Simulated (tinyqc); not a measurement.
UKS/LDA (VWN5) in the sto-3g basis, for Li, spin multiplicity 2, step by step. One step of it, computed by the program tinyqc.

Task: Iteration 2: building the Kohn-Sham matrix. J_ij = sum D_kl (ij|kl) with D = D(alpha) + D(beta); F = H + J + V_xc; E = tr D H + tr D J / 2 + E_xc + E_nn.

D(alpha) after iteration 1, order 1Li 1s, 1Li 2s, 1Li 2px, 1Li 2py, 1Li 2pz:
```
[[1.061737, -0.256024, 0.000000, 0.000000, 0.000000],
 [-0.256024, 1.061737, 0.000000, 0.000000, 0.000000],
 [0.000000, 0.000000, 0.000000, 0.000000, 0.000000],
 [0.000000, 0.000000, 0.000000, 0.000000, 0.000000],
 [0.000000, 0.000000, 0.000000, 0.000000, 0.000000]]
```

D(beta) after iteration 1, order 1Li 1s, 1Li 2s, 1Li 2px, 1Li 2py, 1Li 2pz:
```
[[0.968545, 0.058016, 0.000000, 0.000000, 0.000000],
 [0.058016, 0.003475, 0.000000, 0.000000, 0.000000],
 [0.000000, 0.000000, 0.000000, 0.000000, 0.000000],
 [0.000000, 0.000000, 0.000000, 0.000000, 0.000000],
 [0.000000, 0.000000, 0.000000, 0.000000, 0.000000]]
```

core Hamiltonian H = T + V (hartree), order 1Li 1s, 1Li 2s, 1Li 2px, 1Li 2py, 1Li 2pz:
```
[[-4.406095, -0.984581, 0.000000, 0.000000, 0.000000],
 [-0.984581, -1.104759, 0.000000, 0.000000, 0.000000],
 [0.000000, 0.000000, -0.877579, 0.000000, 0.000000],
 [0.000000, 0.000000, 0.000000, -0.877579, 0.000000],
 [0.000000, 0.000000, 0.000000, 0.000000, -0.877579]]
```

Two-electron integrals (ij|kl) in chemists' order, unique and non-zero (hartree):
```
(11|11) 1.680395   (21|11) 0.265420   (21|21) 0.049941   (22|11) 0.397727
(22|21) 0.092860   (22|22) 0.290562   (31|31) 0.008981   (32|31) 0.013788
(32|32) 0.064184   (33|11) 0.396640   (33|21) 0.092880   (33|22) 0.290497
(33|33) 0.312946   (41|41) 0.008981   (42|41) 0.013788   (42|42) 0.064184
(43|43) 0.016869   (44|11) 0.396640   (44|21) 0.092880   (44|22) 0.290497
(44|33) 0.279207   (44|44) 0.312946   (51|51) 0.008981   (52|51) 0.013788
(52|52) 0.064184   (53|53) 0.016869   (54|54) 0.016869   (55|11) 0.396640
(55|21) 0.092880   (55|22) 0.290497   (55|33) 0.279207   (55|44) 0.279207
(55|55) 0.312946
```

nuclear repulsion = 0 hartree

V_xc(alpha) (hartree), order 1Li 1s, 1Li 2s, 1Li 2px, 1Li 2py, 1Li 2pz:
```
[[-1.046855, -0.141741, 0.000000, 0.000000, 0.000000],
 [-0.141741, -0.202371, 0.000000, 0.000000, 0.000000],
 [0.000000, 0.000000, -0.200559, 0.000000, 0.000000],
 [0.000000, 0.000000, 0.000000, -0.200559, 0.000000],
 [0.000000, 0.000000, 0.000000, 0.000000, -0.200559]]
```

V_xc(beta) (hartree), order 1Li 1s, 1Li 2s, 1Li 2px, 1Li 2py, 1Li 2pz:
```
[[-1.032168, -0.136188, 0.000000, 0.000000, 0.000000],
 [-0.136188, -0.155366, 0.000000, 0.000000, 0.000000],
 [0.000000, 0.000000, -0.153951, 0.000000, 0.000000],
 [0.000000, 0.000000, 0.000000, -0.153951, 0.000000],
 [0.000000, 0.000000, 0.000000, 0.000000, -0.153951]]
```

E_xc = sum of w rho eps_xc = -1.72657668 hartree

Give: Coulomb J; F(alpha); F(beta); total energy of this density.

Result:

Coulomb J (hartree), order 1Li 1s, 1Li 2s, 1Li 2px, 1Li 2py, 1Li 2pz:
```
[[3.7302, 0.6180, 0.0000, 0.0000, 0.0000],
 [0.6180, 1.0802, 0.0000, 0.0000, 0.0000],
 [0.0000, 0.0000, 1.0779, 0.0000, 0.0000],
 [0.0000, 0.0000, 0.0000, 1.0779, 0.0000],
 [0.0000, 0.0000, 0.0000, 0.0000, 1.0779]]
```

F(alpha) (hartree), order 1Li 1s, 1Li 2s, 1Li 2px, 1Li 2py, 1Li 2pz:
```
[[-1.7227, -0.5083, 0.0000, 0.0000, 0.0000],
 [-0.5083, -0.2269, 0.0000, 0.0000, 0.0000],
 [0.0000, 0.0000, -0.0002, 0.0000, 0.0000],
 [0.0000, 0.0000, 0.0000, -0.0002, 0.0000],
 [0.0000, 0.0000, 0.0000, 0.0000, -0.0002]]
```

F(beta) (hartree), order 1Li 1s, 1Li 2s, 1Li 2px, 1Li 2py, 1Li 2pz:
```
[[-1.7080, -0.5028, 0.0000, 0.0000, 0.0000],
 [-0.5028, -0.1799, 0.0000, 0.0000, 0.0000],
 [0.0000, 0.0000, 0.0464, 0.0000, 0.0000],
 [0.0000, 0.0000, 0.0000, 0.0464, 0.0000],
 [0.0000, 0.0000, 0.0000, 0.0000, 0.0464]]
```

total energy of this density = -7.219410 hartree
